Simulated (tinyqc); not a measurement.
# Programming of a floating-gate cell by Fowler-Nordheim tunnelling: several studies

Per tunnel area the floating gate has Ctun = 3.9 eps0/tox to the channel (0 V) and Ccg to the control gate, Ct = Ctun/(1 - ag), no other coupling. With the threshold shift U = -Q/Ccg the field is F = ag (Vg - U)/tox, and dU/dt = J/Ccg. Fowler-Nordheim: J = A F^2 exp(-B/F), A = q^2/(16 pi^2 hbar mo phi) (times 1e14 for A/cm^2 with F in V/nm, emitter mass m0), B = (4/3) sqrt(mo/C) phi^1.5, C = hbar^2/(2 m0).

Inputs (values chosen for the exercise); oxide values close to those of silicon dioxide:

| symbol | value | unit | meaning |
|---|---|---|---|
| phi | 3.1 | eV | tunnel barrier |
| mo | 0.47 | m0 | tunnelling mass |
| tox | 9.3 | nm | tunnel oxide thickness |
| ag | 0.5 |  | coupling ratio Ccg/Ct |
| Vt0 | -2.7 | V | threshold shift at the start |
| Vg | 21.1 | V | control-gate voltage |

Constants: q = 1.602176634e-19 C, hbar = 1.054571817e-34 J s, m0 = 9.1093837015e-31 kg, eps0 = 8.8541878128e-14 F/cm where lengths are in cm, hbar^2/(2 m0) = 0.0380998212 eV nm^2. Results are converted to the units shown.

Each table varies one quantity; the others keep the values above.

## Threshold shift against time

Exact: exp(B/F(t)) = exp(B/F(0)) + K t, K = A B ag/(Ccg tox), and U = Vg - tox F/ag.

Threshold shift against time:
```
t (s)    F (V/nm)  J (A/cm^2)     U (V)  dU/dlog10 t (V)
3.5e-8      1.278      0.3545    -2.666          0.07694
1.5e-7      1.272      0.3216    -2.562           0.2992
6.7e-7      1.252      0.2253    -2.186           0.9362
2.9e-6      1.206     0.09559    -1.327            1.719
1.3e-5      1.139     0.02467  -0.08691            1.989
5.5e-5      1.073    0.005537     1.137            1.889
0.00024     1.011    0.001146     2.287            1.706
0.0011     0.9541    2.234e-4     3.354            1.524
0.0046     0.9058    4.818e-5     4.253            1.374
0.02       0.8609    1.001e-5     5.087            1.242
0.087      0.8203    2.090e-6     5.842            1.127
```

U rises from -2.67 to 5.84 V, while J falls by 5.23 decades, at the end as t^(-1.07). Well past t0 = 1.21e-6 s the stored charge chokes the field and U gains only 1.13 V a decade. In every row the starting field exceeds 12 MV/cm, where the oxide would wear out or break down quickly.

## Programming by a staircase of pulses

Same model as above.

Pulse i = 1, 2, ... has the height 19.6 V + (i - 1) 0.5 V and lasts 0.96 us; each starts from the U that the last one left.

Programming by a staircase of pulses:
```
N   last pulse (V)     U (V)  gain of the last pulse (V)  F at its end (V/nm)
1           19.600   -2.5049                     0.19513               1.1884
2           20.100   -2.2459                     0.25900               1.2014
3           20.600   -1.9253                     0.32053               1.2110
4           21.100   -1.5520                     0.37329               1.2179
6           22.100  -0.69381                     0.44391               1.2255
8           23.100   0.24764                     0.47736               1.2286
11          24.600    1.7193                     0.49457               1.2301
14          26.100    3.2126                     0.49873               1.2305
18          28.100    5.2109                     0.49982               1.2306
```

The gain of a pulse rises from 0.195 to 0.500 V and settles at the step of 0.5 V: the field at the end of a pulse becomes steady, 1.23 V/nm, so U follows the gate one to one whatever it started from. It is within 5 % of the step from pulse 8 on among the rows. In every row the field stays above 10 MV/cm, which wears the oxide.

## Effect of the coupling ratio

Same model as above.

After 4e-5 s.

Effect of the coupling ratio:
```
ag    F(0) (V/nm)  F (V/nm)  J (A/cm^2)     U (V)
0.42       1.0748    1.0476   0.0029440   -2.0978
0.47       1.2028    1.0817   0.0067655  -0.30377
0.52       1.3308    1.0901   0.0082407    1.6043
0.57       1.4587    1.0958   0.0094023    3.2218
0.63       1.6123    1.1030    0.011098    4.8180
0.68       1.7402    1.1100    0.013000    5.9198
0.73       1.8682    1.1182    0.015639    6.8543
0.78       1.9961    1.1283    0.019544    7.6470
```

The starting field rises from 1.07 to 2.00 V/nm and U rises from -2.10 to 7.65 V. Between the last two rows 0.01 of coupling is worth 159 mV. In 7 of the 8 rows the starting field exceeds 12 MV/cm, where the oxide would wear out or break down quickly.

Range of the model: Programming fields of 10 MV/cm and more wear the oxide; trapping and the channel potential are ignored.

tinyqc, about 0.01 s, one thread, Intel Xeon 2.30GHz (shared host): `OMP_NUM_THREADS=1 python tinyqc.py 2130021 2130022 out.jsonl`
